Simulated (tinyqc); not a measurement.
Raising U: Hubbard chain of 2 sites, mean field against exact. Computed by the program tinyqc. Command: `OMP_NUM_THREADS=1 python tinyqc.py 113345 113346 out.jsonl`; one thread of a shared host (Intel(R) Xeon(R) Processor @ 2.60GHz), about 7 s.

one-body matrix (hopping and site energies) (eV):
```
,1,2
1,0.2400,-1.6700
2,-1.6700,0.0400
```

electrons, up and down: 1  1

Collinear unrestricted mean field (the lowest of 40 random starts) against exact diagonalisation.

Exact and mean-field results (eV):
```
U,U/t,E exact,E mean field,mean |n_up - n_down|,"double occupancy, exact",first gap in the sector
0.8300,0.4970,-2.675320,-2.649794,0.0000,0.2199,2.9553
1.6700,1.0000,-2.331335,-2.228991,0.0000,0.1899,2.6113
3.3400,2.0000,-1.786280,-1.392994,2.88e-04,0.1385,2.0663
5.0100,3.0000,-1.391198,-0.834563,0.7447,0.1002,1.6712
6.6800,4.0000,-1.104200,-0.555599,0.8658,0.0733,1.3842
10.0200,6.0000,-0.731575,-0.276866,0.9428,0.0420,1.0116
13.3600,8.0000,-0.508616,-0.137588,0.9682,0.0264,0.7886
20.0400,12.0000,-0.262057,0.001640,0.9860,0.0128,0.5421
33.4000,20.0000,-0.050737,0.112994,0.9950,0.0049,0.3307
```

In absolute terms mean field is worst at U/t = 3.0, 0.557 eV too high: at small U it is nearly exact, and at large U it misses only exchange-scale energies. Its local moments set in at U/t = 3.0 of those listed, a broken symmetry that the exact state of a finite cluster with equal spins does not have. Relative to the exact energy its error is 1.0 % at the smallest U, 323 % at most and 323 % at the largest. The double occupancy falls from 0.220 to 0.005.
